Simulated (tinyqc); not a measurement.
Photoionisation line shapes: hydrogenic impurity: series, fields, screening, photoionisation and donor-acceptor pairs. Computed by tinyqc, a small Python program. Command: `OMP_NUM_THREADS=1 python tinyqc.py 3003578 3003579 out.jsonl hydrogenic walk`. One thread of a shared host (Intel(R) Xeon(R) Processor @ 2.30GHz), about 0.01 s of CPU time with the checks.

One isotropic, parabolic band. Effective units: Ry* and a*, in which H = -nabla^2 - 2/r.

Inputs (values chosen for the exercise, modelled on InAs): electron mass m = 0.0268 m_0; dielectric constant eps = 14.8; depth of a short-range centre E_i = 60 meV.

Parts treated: magnetic field and photoionisation.

Constants: Ry = 13.605693123 eV; a_0 = 0.529177210903 angstrom; h x 1 THz = 4.135667696 meV.

Method. Ry* = Ry m/eps^2, a* = a_0 eps/m; level n is bound by Ry*/n^2; <r> = (3/2) a* in 1s; lines 1s -> np at Ry* (1 - 1/n^2); 1 THz = 4.135667696 meV. With x = h nu/E above threshold, normalised to their maxima: hydrogenic 1s: x^-4 exp(4 - 4 atan(k)/k)/(1 - exp(-2 pi/k)), k = sqrt(x - 1), which is 1 at threshold; delta-function centre (Lucovsky): 8 (x - 1)^(3/2)/x^3, which is 1 at x = 2. Energies use E = Ry* and E = E_i; band-to-band absorption, which hides both above the gap, is left out.

Ry* = 1.66468 meV

Relative cross-sections:
```
x     h nu, hydrogenic (meV)  hydrogenic  h nu, short-range centre (meV)  Lucovsky
1.05                   1.748  8.7772e-01                              63    0.0773
1.20                   1.998  6.1222e-01                              72    0.4141
1.50                   2.497  3.3174e-01                              90    0.8381
2                      3.329  1.4774e-01                             120    1.0000
2.50                   4.162  7.7836e-02                             150    0.9406
3.50                   5.826  2.9036e-02                             210    0.7376
5                      8.323  9.9730e-03                             300    0.5120
8                     13.317  2.3612e-03                             480    0.2894
```

What does the comparison show, and why?

The Coulomb tail makes the hydrogenic cross-section largest at threshold, 1.66 meV; the short-range (neutral) centre starts from zero and peaks at twice its depth, 120.0 meV.

Extremes, crossings and ranges named in words are read from the listed rows.
